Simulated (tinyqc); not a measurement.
# A chain with uneven site energies and dephasing by Buettiker voltage probes: effects of single changes

Sites 1 to 5 form a chain with hopping -t. Lead L joins site 1 and lead R site 5, both semi-infinite chains with hopping -t and site energy 0. Every site carries a probe with self-energy -i Gamma_p/2 that draws no net current. Linear response at zero temperature: mu_L = 1, mu_R = 0 in units of the bias.

Inputs (values chosen for the exercise): hopping (matrix element -t) t = 2.2 eV; site energies 1 to N U = [1.23, -0.07, 0.53, 0.95, 0.48] eV; Fermi energy E = 2.03 eV; probe broadening Gamma_p gp = 1.9 eV.

Constants: q = 1.602176634e-19 C, h = 6.62607015e-34 J s. Results are converted to the units shown.

Each table varies one quantity; the others keep the values above.

## Resistance against length

Sigma = t^2 g(E), g(x) = (x - i sqrt(4 t^2 - x^2))/(2 t^2) for |x| < 2 t and (x - sign(x) sqrt(x^2 - 4 t^2))/(2 t^2) otherwise; Gamma = -2 Im Sigma; G = (E - H - Sigma_L - Sigma_R + i Gamma_p/2)^(-1). With Gamma the broadening by one lead, T_RL = Gamma^2 |G_(last,1)|^2, T_pL = Gamma Gamma_p |G_(p,1)|^2, T_pR = Gamma Gamma_p |G_(p,last)|^2, T_pq = Gamma_p^2 |G_(p,q)|^2 for p != q. No current into probe p: W mu = T_pL with W_pp = T_pL + T_pR + sum_q T_pq and W_pq = -T_pq. Then T_eff = T_RL + sum_p T_pR mu_p, and the resistance is (h/2q^2)/T_eff. Without probes means Gamma_p = 0. The list U is repeated k times, each site with its probe.

Resistance against length:
```
k,sites,T without probes,T_eff,resistance (kohm)
1,5,0.89025,0.42857,30.115
2,10,0.64455,0.26924,47.936
3,15,0.40205,0.19602,65.844
4,20,0.22866,0.15408,83.762
6,30,0.064769,0.10791,119.60
8,40,0.017189,0.083032,155.44
12,60,0.0011640,0.056827,227.12
16,80,7.8252e-5,0.043195,298.79
```

Read the table: what changes, and by how much?

The resistance rises from 30.1 to 299 kohm, by 3.58 kohm a site between k = 8 and 12 and 3.58 between 12 and 16: Ohm's law, R = R0 + rho N with the extrapolated intercept R0 = 12.1 kohm (h/2q^2 = 12.91 kohm) and a back-scattering length (h/2q^2)/rho of 3.60 sites. Without probes T has fallen to 7.83e-5.

## Effect of the dephasing strength

With Gamma the broadening by one lead, T_RL = Gamma^2 |G_(5,1)|^2, T_pL = Gamma Gamma_p |G_(p,1)|^2, T_pR = Gamma Gamma_p |G_(p,5)|^2, T_pq = Gamma_p^2 |G_(p,q)|^2 for p != q.

Effect of the dephasing strength:
```
gp (eV),T_RL,through probes,T_eff,resistance (kohm)
0.027,0.86142,0.015328,0.87674,14.721
0.062,0.82546,0.034411,0.85987,15.010
0.14,0.75079,0.073856,0.82465,15.651
0.32,0.60388,0.14997,0.75385,17.121
0.73,0.36981,0.26138,0.63119,20.448
1.7,0.11975,0.33431,0.45406,28.425
3.8,0.012413,0.25905,0.27147,47.543
8.6,1.7994e-4,0.11994,0.12012,107.44
```

Without probes the transmission is 0.890. T_eff falls from 0.877 to 0.120; the direct part falls from 0.861 to 1.80e-4 and the part through probes goes from 0.0153 through a maximum of 0.334 (at gp = 1.7 eV among the rows listed) to 0.120. At this energy dephasing lowers T_eff from the start: the probes give back less than the direct part loses.

## Coherent and dephased transmission against energy

Same model as above.

Coherent and dephased transmission against energy:
```
E (eV),T without probes,T_eff
-3.96,0.21723,0.17434
-3.3,0.97960,0.28251
-2.64,0.81159,0.35269
-1.98,0.80122,0.38855
-1.32,0.86751,0.41651
-0.66,0.91344,0.44165
0,0.91710,0.45527
0.66,0.91003,0.45382
1.32,0.90996,0.44303
1.98,0.89338,0.42970
2.64,0.82577,0.40985
3.3,0.73628,0.36994
3.96,0.75323,0.30606
```

Without probes T lies between 0.217 and 0.980 in these rows, with them between 0.174 and 0.455. The probes lower it in 13 rows and raise it in 0.

Computed by the program tinyqc: `OMP_NUM_THREADS=1 python tinyqc.py 2700102 2700103 out.jsonl`, one thread of a shared Intel Xeon 2.30GHz, about 0.01 s for the whole run.
